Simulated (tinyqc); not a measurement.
Finite-size error of a charged defect in a periodic cell: Madelung and Makov-Payne terms: one step, computed by the program tinyqc.

L is the cube root of the cell volume. The defect charge is a Gaussian, rho(r) = q (2 pi sigma^2)^(-3/2) exp(-r^2/2 sigma^2), repeated periodically in a uniform neutralising background and screened by a continuum. The model cell energy is E(L) = E_0 + [periodic - isolated electrostatic energy].

Problem. Madelung energy. Ewald sum for a unit point charge: scale each Cartesian component of the cell by 1/sqrt(eps_i), giving R', G' and V'; E = [ (1/2) sum erfc(eta R')/R' + (2 pi/V') sum exp(-G'^2/4 eta^2)/G'^2 - eta/sqrt(pi) - pi/(2 V' eta^2) ] e^2/(4 pi eps_0) / sqrt(eps_x eps_y eps_z), over n_i = -6..6, omitting n = (0,0,0), eta = 2/V'^(1/3). alpha = -2 E eps_g L/(e^2/(4 pi eps_0)), eps_g = (eps_x eps_y eps_z)^(1/3).

Inputs (values chosen for the exercise, with screening close to that of CdS): charge q = -2 e; cell length L = 12.6 angstrom; dielectric constant eps = 8.9.

Supercell lattice: sc. Screening: isotropic.

cell vectors (rows) (angstrom):
```
      1     2     3
1  12.6   0.0   0.0
2   0.0  12.6   0.0
3   0.0   0.0  12.6
```

Constants: e^2/(4 pi eps_0) = 14.39964548 eV angstrom.

Give: terms for a unit charge; Madelung constant alpha; point-charge correction -q^2 E.

Solution.

terms for a unit charge (eV): real space 0.0018, reciprocal 0.0113, self -0.1449, background -0.0504

Madelung constant alpha = 2.837

point-charge correction -q^2 E = 0.7287 eV
